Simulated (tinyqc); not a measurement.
Carrier lifetime of an n-type layer with SRH, radiative, Auger and surface recombination: lifetime against injection.

Uniform excess density dn = dp (no trapping), n = n0 + dn, p = p0 + dn, Boltzmann statistics, full ionisation. Surfaces enter as a rate 2 S dn/d, which holds while diffusion to them is fast.

ni = sqrt(Nc Nv) exp(-Eg/(2 Vt)), Eg in volts; majority density N/2 + sqrt(N^2/4 + ni^2), n0 p0 = ni^2; n1 = Nc exp(-Et/Vt), p1 = Nv exp((Et - Eg)/Vt); tn0 = 1/(sn vth Nt), tp0 = 1/(sp vth Nt). With e = n p - ni^2 = dn (n0 + p0 + dn): U_SRH = e/(tp0 (n + n1) + tn0 (p + p1)), U_rad = B e, U_Aug = (Cn n + Cp p) e, U_s = 2 S dn/d. Each tau is dn over its rate; tau = dn/U with U the sum.

Parameters, values chosen for the exercise; band and dielectric values close to those of silicon: temperature T = 250 K; band gap Eg = 1.14 eV; conduction-band density of states at T Nc = 2.09e19 cm^-3; valence-band density of states at T Nv = 1.99e19 cm^-3; radiative coefficient B = 4.67e-15 cm^3/s; donor density N = 4.2e16 cm^-3; Auger coefficient (two electrons) Cn = 1.8e-31 cm^6/s; Auger coefficient (two holes) Cp = 6.3e-32 cm^6/s; trap density Nt = 5.4e12 cm^-3; capture cross-section for electrons sn = 8e-16 cm^2; capture cross-section for holes sp = 7e-15 cm^2; thermal velocity (both carriers) vth = 1.4e7 cm/s; trap level below the conduction band Et = 0.7 eV; surface recombination velocity (both faces) S = 200 cm/s; sample thickness d = 5 um.

Constants: q = 1.602176634e-19 C, kB = 1.380649e-23 J/K, Vt = kB T/q. Results are converted to the units shown.

The same in every row: tau_s (s) = 1.2500e-6.

Lifetime against injection:
```
dn (cm^-3)  tau_SRH (s)  tau_rad (s)  tau_Aug (s)    tau (s)  radiative share (%)  largest path
1e11          1.8897e-6    0.0050984    0.0031494  7.5205e-7             0.014751       surface
1e12          1.8900e-6    0.0050983    0.0031492  7.5211e-7             0.014752       surface
1e13          1.8936e-6    0.0050972    0.0031476  7.5267e-7             0.014766       surface
1e14          1.9289e-6    0.0050863    0.0031319  7.5819e-7             0.014906       surface
1e15          2.2742e-6    0.0049798    0.0029804  8.0629e-7             0.016191       surface
1e16          5.0693e-6    0.0041179    0.0019250  1.0020e-6             0.024332       surface
1e17          1.3534e-5    0.0015080    2.2104e-4  1.1376e-6             0.075436       surface
1e18          1.7758e-5    2.0550e-4    3.8302e-6  8.9106e-7              0.43360       surface
1e19          1.8355e-5    2.1324e-5    4.0853e-8  3.9402e-8              0.18478         Auger
```

Read the table: what changes, and by how much?

Surface recombination leads at dn = 1e11, Auger from 1e19 on. The total lifetime goes from 7.52e-7 through a maximum of 1.14e-6 (at dn = 1e17 among the rows listed) to 3.94e-8 s. tau_SRH goes from 1.89e-6 s (low-injection limit 1.89e-6 s) to 1.84e-5 s (high-injection limit tn0 + tp0 = 1.84e-5 s). Between the last two rows tau_rad goes as dn^(-0.98) and tau_Aug as dn^(-1.97); the radiative share goes from 0.0148 through a maximum of 0.434 (at dn = 1e18 among the rows listed) to 0.185 %. For dn = 1e19 the carriers are degenerate, where B and the Auger coefficients no longer stay constant.

Numbers from tinyqc (`OMP_NUM_THREADS=1 python tinyqc.py 2300130 2300131 out.jsonl`; about 0.01 s on one thread of a shared Intel Xeon 2.30GHz).
